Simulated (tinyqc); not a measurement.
Inside a calculation: inversion layer as a triangular well, valleys of the Si type. Values are carried at full precision from step to step, so a last printed digit may differ when a step is redone from the rounded ones.

Six ellipsoidal valleys with their long axes along the cube axes, mass ml along the axis and mt across it. For a valley whose axis makes the angle theta with the surface normal, 1/m_z = cos^2(theta)/ml + sin^2(theta)/mt sets the confinement; in the plane the masses are m_1 = mt and m_2 = ml mt/m_z, and m_d = sqrt(m_1 m_2).

Constants: e^2/(4 pi eps0) = 14.39964547 eV angstrom; hbar^2/2m0 = 3.80998211 eV angstrom^2; kB = 8.617333262e-05 eV/K.

Parameters, chosen for this exercise (near those of Si; shifted at random, so the results belong to these values and not to a real crystal):
- ml = 0.918 m0 (longitudinal mass)
- mt = 0.194 m0 (transverse mass)
- face = 100 (surface)
- eps = 11.7 (dielectric constant)
- Ns = 1 x 1e12/cm^2 (electron sheet density)
- Nd = 0.44 x 1e12/cm^2 (depletion charge)
- eta = 0.5 (share of Ns in the effective field)
- T = 150 K (temperature)
- tox = 20 angstrom (SiO2-equivalent oxide thickness)

## Valley masses on the (100) face

Group the valleys by their angle to the normal, heaviest m_z first.

Valleys (masses in m0):

| valleys g | cos^2(theta) | m_z | m_1 | m_2 | m_d |
|---|---|---|---|---|---|
| 2 | 1.0000 | 0.9180 | 0.1940 | 0.1940 | 0.1940 |
| 4 | 0.0000 | 0.1940 | 0.1940 | 0.9180 | 0.4220 |

The 2 valleys with the heaviest m_z will give the lowest ladder of subbands.

## Effective field

The field is taken as constant, e F = 4 pi (e^2/4 pi eps0)(Nd + eta Ns)/eps, with 1e12/cm^2 = 1e-4/angstrom^2, and the oxide as a hard wall at z = 0; c = hbar^2/2m0.

Find e F, and F in MV/cm (1 MV/cm = 0.01 V/angstrom).

e F = 0.00145380 eV/angstrom
F = 0.1454 MV/cm

## Subband ladders

Level j of a valley lies at E_j = a_j (c (e F)^2/m_z)^(1/3) above the band edge at the surface, with the Airy zeros a_j = 2.338107, 4.087949, 5.520560, 6.786708, 7.944134, 9.022651, 10.040174, 11.008524, 11.936016, 12.828777, and has <z> = 2 E_j/(3 e F).

The ten lowest levels of all groups of valleys together, j = 0, 1, ..., c = hbar^2/2m0; primes mark the groups with lighter m_z.

Subbands:

| label | valleys g | m_d (m0) | E (eV) | <z> (angstrom) |
|---|---|---|---|---|
| 0 | 2 | 0.1940 | 0.0482 | 22.11 |
| 0' | 4 | 0.4220 | 0.0810 | 37.12 |
| 1 | 2 | 0.1940 | 0.0843 | 38.66 |
| 2 | 2 | 0.1940 | 0.1139 | 52.21 |
| 3 | 2 | 0.1940 | 0.1400 | 64.18 |
| 1' | 4 | 0.4220 | 0.1415 | 64.91 |
| 4 | 2 | 0.1940 | 0.1638 | 75.13 |
| 5 | 2 | 0.1940 | 0.1861 | 85.33 |
| 2' | 4 | 0.4220 | 0.1911 | 87.65 |
| 6 | 2 | 0.1940 | 0.2071 | 94.95 |

The second subband is 0', 32.7 meV above the first.

## Fermi level and populations

Subband i holds n_i = g m_d/(2 pi c) kB T ln(1 + exp((EF - E_i)/kB T)) (spin included), and EF is fixed by sum n_i = Ns over the levels listed or, where none are listed, over j = 0 to 9 of each group; 1e12/cm^2 = 1e-4/angstrom^2.

Solve for EF; c = hbar^2/2m0. The mean distance is sum n_i <z>_i/Ns.

EF = 0.0357 eV

Populations:

| label | (EF - E)/kB T | n (1e12/cm^2) | share (%) |
|---|---|---|---|
| 0 | -0.97 | 0.673 | 67.3 |
| 0' | -3.50 | 0.270 | 27.0 |
| 1 | -3.76 | 0.048 | 4.8 |
| 2 | -6.05 | 0.005 | 0.5 |
| 3 | -8.07 | 0.001 | 0.1 |
| 1' | -8.19 | 0.003 | 0.3 |
| 4 | -9.91 | 0.000 | 0.0 |
| 5 | -11.64 | 0.000 | 0.0 |
| 2' | -12.03 | 0.000 | 0.0 |
| 6 | -13.26 | 0.000 | 0.0 |

mean distance from the surface = 27.26 angstrom

The lowest subband holds 67.3 % of the electrons and is partly degenerate (EF within a few kB T of its edge).

## Effect on the gate capacitance

The charge sits at the mean distance <z> from the surface, which adds (3.9/eps) <z> to the oxide thickness; C/Cox = tox/(tox + 3.9 <z>/eps). The density-of-states term is left out.

added thickness = 9.09 angstrom
C/Cox = 0.688

## Checks

- Lowest level by finite differences against the Airy formula, eV: both 0.0482.

(tinyqc, `OMP_NUM_THREADS=1 python tinyqc.py 1281188 1281189 out.jsonl`, Intel(R) Xeon(R) Processor @ 2.30GHz, 1 thread, shared host, about 0.02 s.)
